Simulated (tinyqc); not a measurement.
Radius: cylindrical quantum wire.

A cylinder of radius R, isotropic masses, c = hbar^2/2m0, k = sqrt(mw E/c), kappa = sqrt(mb (V0 - E)/c). State (n, m) is J_m(k r) inside and K_m(kappa r) outside; psi and psi'/m are continuous: (k/mw) J_m'(kR)/J_m(kR) = (kappa/mb) K_m'(kappa R)/K_m(kappa R).

With hard walls E = c (x/R)^2/mw, x a zero of J_m: (1,0) 2.404826; (2,0) 5.520078; (1,1) 3.831706; (2,1) 7.015587; (1,2) 5.135622; (2,2) 8.417244; (1,3) 6.380162; (2,3) 9.761023.

Constants: hbar^2/2m0 = 3.80998211 eV angstrom^2.

Values chosen for the exercise (near those of a non-polar GaN wire in AlGaN; shifted at random, so the results belong to these values and not to a real crystal): V0 = 0.39 eV (barrier height); mw = 0.197 m0 (mass inside); mb = 0.231 m0 (mass outside); Rs = (17, 24, 34, 49, 69, 98, 137) angstrom (radii).

The two lowest states against R; a dash marks an unbound state.

Levels (eV):

| R (angstrom) | (1,0) | (1,1) | (1,0), hard walls | flat well of width 2R |
|---|---|---|---|---|
| 17 | 0.1737 | 0.3842 | 0.3870 | 0.0775 |
| 24 | 0.1087 | 0.2653 | 0.1942 | 0.0474 |
| 34 | 0.0637 | 0.1596 | 0.0968 | 0.0275 |
| 49 | 0.0347 | 0.0876 | 0.0466 | 0.0149 |
| 69 | 0.0190 | 0.0481 | 0.0235 | 0.0081 |
| 98 | 0.0100 | 0.0254 | 0.0116 | 0.0043 |
| 137 | 0.0053 | 0.0136 | 0.0060 | 0.0023 |

The lowest state is bound at every radius listed. (1,1) is bound at every radius listed. At the largest radius the level is 0.90 of the hard-wall value and 2.34 times that of the flat well (the hard-wall ratio is 2.34); the exponent d ln E/d ln R between the last two radii is -1.87.

Program tinyqc; command `OMP_NUM_THREADS=1 python tinyqc.py 1250535 1250536 out.jsonl`; about 0.03 s on one thread of a shared Intel(R) Xeon(R) Processor @ 2.30GHz.
